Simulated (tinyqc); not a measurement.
# Worked calculation: metal gate on a two-layer dielectric stack with fixed charge and a dipole

Numbers from tinyqc (`OMP_NUM_THREADS=1 python tinyqc.py 2010067 2010068 out.jsonl`; about 0.01 s on one thread of a shared Intel Xeon 2.30GHz). Printed values are rounded.

Gate, layer 2, layer 1, p-type semiconductor; x runs from the gate inwards. Charges are counted in units of +q. psi is the band bending at the surface, positive towards inversion. Classical charge, Boltzmann statistics, no interface traps.

Values chosen for this exercise; band and dielectric values close to those of In0.53Ga0.47As, layer 1 close to silicon dioxide, layer 2 close to hafnium oxide: temperature T = 350 K; band gap Eg = 0.751 eV; relative permittivity eps_r = 13.9; conduction-band density of states at T Nc = 2.61e17 cm^-3; valence-band density of states at T Nv = 9.79e18 cm^-3; electron affinity chi = 4.48 eV; acceptor density Na = 3.7e17 cm^-3; work function of the gate metal pM = 4.69 eV; thickness of layer 1, next to the semiconductor t1 = 1.8 nm; relative permittivity of layer 1 e1 = 3.88; thickness of layer 2, next to the gate t2 = 2.2 nm; relative permittivity of layer 2 e2 = 22.8; fixed charge at the semiconductor interface Q1 = 2.2e11 cm^-2; fixed charge between the layers Q2 = 6.4e11 cm^-2; uniform charge density in layer 1 r1 = 0 cm^-3; uniform charge density in layer 2 r2 = -2.7e18 cm^-3; flat-band shift by a dipole layer between the layers Vd = 0.44 V; band bending psi of the working point ps = 0.217 V.

Constants: q = 1.602176634e-19 C, kB = 1.380649e-23 J/K, Vt = kB T/q, eps0 = 8.8541878128e-14 F/cm where lengths are in cm. Results are converted to the units shown.

## Equivalent thickness and work-function difference

EOT = 3.9 (t1/e1 + t2/e2), Cox = eps0/(t1/e1 + t2/e2); phi_ms = pM - (chi + Eg - Vt ln(Nv/Na)).

EOT = 2.18559 nm
Cox = 1.57995 uF/cm^2
share of layer 1 in the EOT = 82.7820 %
phi_ms = -0.442205 V

## Flat-band voltage, term by term

EOT = 3.9 (t1/e1 + t2/e2), Cox = eps0/(t1/e1 + t2/e2); phi_ms = pM - (chi + Eg - Vt ln(Nv/Na)). Vfb = phi_ms + Vd - (q/eps0) [Q1 (t1/e1 + t2/e2) + Q2 t2/e2 + r1 (t1^2/(2 e1) + t1 t2/e2) + r2 t2^2/(2 e2)]: each charge counts with its electrical distance from the gate.

terms (V): phi_ms -0.442205, dipole 0.440000, Q1 -0.022309, Q2 -0.011175, r1 0.000000, r2 0.005186
Vfb = -0.0305036 V

Apart from phi_ms the largest term is that of dipole, 440 mV; all charges and the dipole together move Vfb by 412 mV.

## Threshold voltage

ni = sqrt(Nc Nv) exp(-Eg/(2 Vt)), Eg in volts, pB = Vt ln(Na/ni), Vth = Vfb + 2 pB + sqrt(4 q eps0 eps_r Na pB)/Cox.

ni = 6.26253e12 cm^-3
pB = 0.331365 V
depletion charge = 0.310972 uC/cm^2
Vth = 0.829051 V

## Charge in the semiconductor

ni = sqrt(Nc Nv) exp(-Eg/(2 Vt)), Eg in volts. Qs = -sign(psi) sqrt(2 q eps0 eps_r Na Vt [exp(-u) + u - 1 + (ni/Na)^2 (exp(u) - u - 1)]), u = psi/Vt.

Qs = -0.165125 uC/cm^2

The surface is depleted or weakly inverted.

## Fields and voltage drops

Gauss: D = -Qs just inside the semiconductor; going towards the gate subtract q Q1, then q r1 t1, q Q2 and q r2 t2. Field = D/(eps0 e); the drop over a layer is its mean field times its thickness; Vg = phi_ms + Vd + psi + both drops.

| place | D (uC/cm^2) | field (MV/cm) |
|---|---|---|
| layer 2, gate side | 0.122507 | 0.060685 |
| layer 2, inner side | 0.027338 | 0.013542 |
| layer 1, outer side | 0.129877 | 0.378053 |
| layer 1, semiconductor side | 0.129877 | 0.378053 |
| semiconductor surface | 0.165125 | 0.134168 |

drop over layer 2 = 0.00816492 V
drop over layer 1 = 0.0680496 V
Vg = 0.291009 V

The same Vg follows from Vfb + psi - Qs/Cox. The largest field, 0.378 MV/cm in size, is at: layer 1, outer side.
